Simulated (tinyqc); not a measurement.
Worked calculation: donor in an ellipsoidal valley (Kohn-Luttinger variational method). Computed by tinyqc, a small Python program that keeps every step. Command: `OMP_NUM_THREADS=1 python tinyqc.py 3002752 3002753 out.jsonl kohnlutt walk`. One thread of a shared host (Intel(R) Xeon(R) Processor @ 2.30GHz), about 0.03 s of CPU time with the checks. Intermediate numbers are printed to about 5 digits and carried at full precision; extremes and crossings named in words are read from the listed rows.

H = -(d^2/dx^2 + d^2/dy^2) - gamma d^2/dz^2 - 2/r in units built on m_t, with gamma = m_t/m_l and z along the valley axis. One valley; no valley-orbit or central-cell term.

Inputs (values chosen for the exercise, for a model semiconductor):
```
quantity                      value  unit
transverse mass m_t           0.188   m_0
longitudinal mass m_l         0.346   m_0
dielectric constant eps        13.8     -
trial ratio b/a                0.68     -
observed depth chosen for 1s   38.7   meV
```

Constants: Ry = 13.605693123 eV; a_0 = 0.529177210903 angstrom; h x 1 THz = 4.135667696 meV.

## Effective units

Ry* = Ry m_t/eps^2, a* = a_0 eps/m_t, gamma = m_t/m_l.

Ry* = 13.431 meV

a* = 38.844 angstrom

gamma = 0.54335

## Energy at a trial ratio

Trial function exp(-sqrt((x^2 + y^2)/a^2 + z^2/b^2)) with beta = b/a < 1: E = t/a^2 - u/a, t = (2 + gamma/beta^2)/3, u = 2 arcsin(sqrt(1 - beta^2))/sqrt(1 - beta^2); the best a is 2 t/u and E(beta) = -u^2/(4 t).

t = 1.0584

u = 2.2450

best a = 0.94285 a*

E(beta) = -1.1905 Ry*

## Minimum over the ratio

Golden-section search on beta from 0.05 to 0.999, 60 steps.

Search, first ten steps; c and d are the inner points:
```
step      low     high        c  E(c) (Ry*)        d  E(d) (Ry*)
1     0.05000  0.99900  0.41249     -0.9136  0.63651     -1.1711
2     0.41249  0.99900  0.63651     -1.1711  0.77497     -1.2102
3     0.63651  0.99900  0.77497     -1.2102  0.86054     -1.2081
4     0.63651  0.86054  0.72209     -1.2027  0.77497     -1.2102
5     0.72209  0.86054  0.77497     -1.2102  0.80766     -1.2113
6     0.77497  0.86054  0.80766     -1.2113  0.82786     -1.2107
7     0.77497  0.82786  0.79517     -1.2111  0.80766     -1.2113
8     0.79517  0.82786  0.80766     -1.2113  0.81537     -1.2111
9     0.79517  0.81537  0.80289     -1.2113  0.80766     -1.2113
10    0.79517  0.80766  0.79994     -1.2112  0.80289     -1.2113
```

best beta = 0.80514

radius a of the 1s trial function = 34.329 angstrom

radius b of the 1s trial function = 27.640 angstrom

1s binding energy, trial function = 16.269 meV

The envelope is flattened along the heavy axis; beta is close to gamma^(1/3) = 0.816.

## Levels from a Gaussian basis

Gaussian basis: g = P exp(-al (x^2 + y^2) - be z^2) with P = 1 (s-like), z (2p0) or x (2p+-); al = 0.004 x 2.6^k, k = 0..11, and be/al = 1, gamma^(-1/2) or 1/gamma (36 functions); 1/r = (2/sqrt(pi)) int exp(-t^2 r^2) dt by 48 Gauss-Legendre points after t = sqrt(al_i + al_j) tan(theta); overlap eigenvalues below 1e-10 are dropped.

1s binding energy, Gaussian basis = 16.271 meV

2p0 binding energy = 4.7643 meV

2p+- binding energy = 3.7546 meV

The two-parameter trial function recovers 99.98 % of the 1s binding of the larger basis. 2p0, with its lobes along the heavy axis, is bound 1.27 times as strongly as 2p+-.

## Optical lines and the chemical shift

With an observed depth of 1s, the lines are 1s -> 2p0 = depth - E(2p0) and 1s -> 2p+- = depth - E(2p+-); the chemical shift is depth - E(1s, Gaussian basis); 1 meV = 1 THz/4.135667696.

line 1s -> 2p0 = 33.936 meV

line 1s -> 2p+- = 34.945 meV

chemical shift = 22.429 meV

frequency of the line 1s -> 2p+- = 8.4498 THz

The spacing of the two lines, 1.010 meV, does not depend on the depth, so it is the same for every donor in this host.

## Which single mass stands for the valley

A hydrogenic level is Ry m/eps^2 for one mass m; errors are against the Gaussian basis.

1s binding energy:
```
rule                                      mass (m_0)  binding (meV)  error (%)
transverse mass                              0.18800         13.431    -17.454
conductivity mass 3/(2/m_t + 1/m_l)          0.22175         15.843     -2.634
density-of-states mass (m_t^2 m_l)^(1/3)     0.23039         16.460      1.158
longitudinal mass                            0.34600         24.719     51.919
trial function with a and b                        -         16.269     -0.016
mass that fits 1s                            0.22775         16.271      0.000
```

The conductivity mass, which is what a spherical trial function (a = b) gives, falls short by 2.6 %, as a restricted variational bound must; the density-of-states mass is off by +1.2 %. The mass that fits lies between the two.

## Levels against anisotropy

The trial energy is minimised over beta by golden section from 0.05 to 0.999, 60 steps.

Binding energies (Ry*):
```
gamma  1s, trial  1s, Gaussians      2p0     2p+-
0.14      1.7135         1.7173  0.68738  0.33588
0.27      1.4676         1.4689  0.50898  0.31042
0.54      1.2135         1.2137  0.35592  0.27983
0.67      1.1371         1.1371  0.31570  0.26963
0.82      1.0671         1.0671  0.28113  0.25982
0.94      1.0207         1.0207  0.25941  0.25308
```

As gamma falls from 0.94 to 0.14, 1s deepens from 1.021 to 1.717 Ry*, on the way from the hydrogen value 1 to the two-dimensional limit 4; 2p+- moves from 0.253 to 0.336 (limits 1/4 and 4/9), while 2p0 climbs from 0.259 to 0.687 and joins 1s as gamma tends to 0. Near gamma = 1 the trial function is almost exact and can pass the Gaussian basis, whose own error is about 3e-5 Ry*.

Checks made by the program: the Gaussian basis at gamma = 1 against 1, 1/4 and 1/4 Ry* (relative difference 3e-05); trial function against Gaussian basis (relative difference 2e-04).
